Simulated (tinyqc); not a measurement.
Internal photoemission over an interface barrier: threshold and yield against field.

Electrons are excited from the valence band of a semiconductor over the barrier Phi(F) = P0 - sqrt(q F/(4 pi eps0 ei)), whose top lies at xm = sqrt(q/(16 pi eps0 ei F)). The yield is Y = A (hv - Phi)^p exp(-xm/l), with A = 1 here.

The yield is taken at hv = 3.37 eV.

Parameters, values chosen for the exercise; dielectric values close to those of silicon nitride: barrier at zero field P0 = 3.07 eV; image-force permittivity ei = 3.82; exponent of the yield p = 3; scattering length in the image well l = 2.3 nm.

Constants: q = 1.602176634e-19 C, eps0 = 8.8541878128e-14 F/cm where lengths are in cm. Results are converted to the units shown.

Threshold and yield against field:

| F (MV/cm) | sqrt(F) ((MV/cm)^0.5) | Phi (eV) | xm (nm) | Y |
|---|---|---|---|---|
| 0.1 | 0.3162 | 3.009 | 3.070 | 0.01242 |
| 0.19 | 0.4359 | 2.985 | 2.227 | 0.02161 |
| 0.35 | 0.5916 | 2.955 | 1.641 | 0.03498 |
| 0.64 | 0.8000 | 2.915 | 1.213 | 0.05570 |
| 1.2 | 1.095 | 2.857 | 0.8862 | 0.09167 |
| 2.1 | 1.449 | 2.789 | 0.6699 | 0.1468 |
| 3.9 | 1.975 | 2.687 | 0.4916 | 0.2578 |
| 7.2 | 2.683 | 2.549 | 0.3618 | 0.4728 |

Phi is linear in sqrt(F) with slope -0.194 eV and intercept P0 = 3.07 eV. The yield grows by a factor of 38.1, of which 3.25 comes from less scattering, as xm shrinks from 3.07 to 0.362 nm, and the rest from the lower barrier. For F = 7.2 xm is within about two atomic layers of the interface, where the classical image potential fails.

tinyqc, about 0.01 s, one thread, Intel Xeon 2.30GHz (shared host): `OMP_NUM_THREADS=1 python tinyqc.py 2410037 2410038 out.jsonl`
